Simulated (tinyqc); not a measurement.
Non-radiative capture by multiphonon emission, one effective mode: one step, computed by the program tinyqc. Command: `OMP_NUM_THREADS=1 python tinyqc.py 3001755 3001756 out.jsonl capture walk`. One thread of a shared host (Intel(R) Xeon(R) Processor @ 2.30GHz), about 0.01 s of CPU time with the checks.

The initial state (free carrier plus empty centre) lies dE above the final state; both have the same frequency and are displaced by dQ.

Question. Scaled coefficient, cross-section and lifetime. Sommerfeld factor of an attractive centre: s(k) = 2 pi nu/(1 - exp(-2 pi nu)), nu = sqrt(Ry*/E), Ry* = Ry m/eps^2, averaged over (2/sqrt(pi)) sqrt(x) exp(-x) dx with x = E/k_B T = t^2 (trapezoid, t to 6 in steps of 0.01). C = s C_0; v = sqrt(3 k_B T/m); sigma = C/v; tau = 1/(C N_t).

Inputs (values chosen for the exercise, with mass, screening and phonons like those of GaAs):
```
quantity                  value   unit
carrier mass m           0.0663    m_0
dielectric constant eps    12.7      -
temperature T               120      K
defect density N_t        9e+15  cm^-3
```

Centre: attractive.

C_0 = 2.601229e-11 cm^3/s

Constants: Ry = 13.605693123 eV; k_B = 8.617333262e-05 eV/K; k_B = 1.380649e-23 J/K; m_0 = 9.1093837015e-31 kg.

Give: Sommerfeld factor s; capture coefficient C; thermal velocity v; cross-section sigma; capture time.

Answer.

Sommerfeld factor s = 5.299

capture coefficient C = 1.378e-10 cm^3/s

thermal velocity v = 2.869e+07 cm/s

cross-section sigma = 4.805e-18 cm^2

capture time = 8.061e-07 s

Caution: the largest term is not the one nearest energy conservation, so C_0 depends strongly on the broadening b.
